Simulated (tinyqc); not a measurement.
Worked calculation: rapid thermal processing of a wafer: radiative balance, ramp and cooling, pattern effects, pyrometer error and spike budget. Computed by tinyqc, a small Python program that keeps every step. Command: `OMP_NUM_THREADS=1 python tinyqc.py 3112487 3112488 out.jsonl rtp walk`. One thread of a shared host (Intel(R) Xeon(R) Processor @ 2.30GHz), about 0.04 s of CPU time with the checks. Intermediate numbers are printed to about 6 digits and carried at full precision; extremes and crossings named in words are read from the listed rows.

The wafer is opaque and uniform through its thickness unless said otherwise; temperatures in formulas are in kelvin (C + 273.15). sigma = 5.670374419e-12 W/(cm^2 K^4).

Inputs (values chosen for the exercise, modelled on a hot silicon wafer):
```
quantity                                              value         unit
wafer thickness d                                       625   micrometre
heat capacity per volume C                             2.28   J/(cm^3 K)
thermal conductivity k                                  0.3     W/(cm K)
emissivity eps of each face                            0.59            -
reflectivity of the chamber walls r                    0.15            -
gas heat-transfer coefficient h, both faces together    1.2  mW/(cm^2 K)
wall temperature T_w                                    300            K
process temperature                                     764            C
starting temperature                                    450            C
ramp rate                                               230          K/s
relative change of absorptivity over a pattern           11            %
period of the pattern                                   3.1           mm
pyrometer wavelength                                    2.3   micrometre
error of the assumed emissivity                         4.8            %
activation energy of the process E_a                   3.46           eV
```

Constants: k_B = 8.617333262e-05 eV/K; h = 6.62607015e-34 J s; c = 299792458 m/s; k_B = 1.380649e-23 J/K.

## Power to hold and to ramp

Effective emissivity between parallel grey plates: eps_eff = 1/(1/eps + 1/(1 - r) - 1). Loss per area q(T) = 2 eps_eff sigma (T^4 - T_w^4) + h (T - T_w). Absorbed power during a ramp = q(T) + C d x ramp rate; thermal time constant tau = C d/(dq/dT), dq/dT = 8 eps_eff sigma T^3 + h; natural cooling rate q/(C d); front-to-back difference under one-sided heating at the end of the ramp = (absorbed power) d/(2 k).

eps_eff = 0.534363

holding power q = 7.84754 W/cm^2

power at the end of the ramp = 40.6225 W/cm^2

dq/dT = 28.2435 mW/(cm^2 K)

time constant tau = 5.04541 s

natural cooling rate = 55.0704 K/s

front-to-back difference = 4.23151 K

Radiation carries 89 % of the loss. The ramp needs 5.2 times the holding power.

## Cooling curve

Cooling with the lamps off: C d dT/dt = -q(T), integrated adaptively (relative tolerance 1e-10).

Lamps off at t = 0:
```
t (s)    T (C)  cooling rate (K/s)
0.5    737.754             50.0544
1.0    713.820             45.7939
2.0    671.603             38.9646
3.5    619.032             31.5872
5.0    575.775             26.3653
7.6    515.793             20.2487
13.0   427.565             13.2825
20.0   351.784              8.8782
```

The rate falls from 55.1 K/s at t = 0 to 8.88 K/s in the last row.

## Thermal budget of a spike

Spike anneal: linear ramp to the peak, then lamps off. Equivalent time at the peak = int exp(-(E_a/k_B)(1/T - 1/T_peak)) dt; estimate (k_B T^2/E_a)(1/ramp rate + 1/cooling rate). The ramp part uses 4000 trapezoid steps, the cooling part 4000 steps over 4 tau. Time within 50 K of the peak from the same curves.

equivalent time, ramp = 0.110886 s

equivalent time, cooling = 0.508481 s

equivalent time, total = 0.619367 s

estimate = 0.602956 s

time within 50 K of the peak = 1.21346 s

Cooling supplies 82 % of the budget.

## What a faster ramp buys

The formulas are those given above.

Against the ramp rate:
```
ramp (K/s)  ramp part (s)  cooling part (s)  total (s)  power at the peak (W/cm^2)
10                2.55038          0.508481    3.05886                       9.273
25                1.02015          0.508481    1.52863                      11.410
50                0.51008          0.508481    1.01856                      14.973
100               0.25504          0.508481    0.76352                      22.098
250               0.10202          0.508481    0.61050                      43.473
500               0.05101          0.508481    0.55949                      79.098
1000              0.02550          0.508481    0.53398                     150.348
```

From 10 to 100 K/s the total falls by a factor 4.0, from 100 to 1000 K/s by 1.43: the cooling part, 0.508 s, is a floor, and the natural cooling rate here is 55.1 K/s.

## Pattern effect

At steady state a sinusoidal change of absorbed power of relative amplitude a and period p gives the temperature amplitude a q/(dq/dT + k d (2 pi/p)^2); healing length l = sqrt(k d/(dq/dT)); process change = E_a dT/(k_B T^2). Emissivity is taken as unchanged.

healing length l = 8.14782 mm

amplitude without lateral conduction = 30.5638 K

amplitude = 0.111660 K

change of the process rate = 0.416792 %

Lateral conduction cuts the amplitude to 0.37 %, since p/(2 pi l) = 0.061.

## Pyrometer error

Signal proportional to eps/(exp(c2/(lambda T)) - 1), c2 = h c/k_B. If the assumed emissivity is too high by the given error, the reading T' solves (1 + error)/(exp(c2/(lambda T')) - 1) = 1/(exp(c2/(lambda T)) - 1). Wien estimate: T' - T = -lambda T^2 ln(1 + error)/c2. Process rates go as exp(-E_a/(k_B T)).

c2 = 14387.8 micrometre K

c2/(lambda T) = 6.03148

reading less true temperature = -7.98111 K

Wien estimate = -8.06192 K

rate at T over rate at T', less 1 = 35.0154 %

Caution: below about 600 C lightly doped silicon is partly transparent at this wavelength, so its emissivity is not yet the hot value early in the ramp.

Checks made by the program: cooling time against quadrature of C d dT/q (relative difference 3e-08).
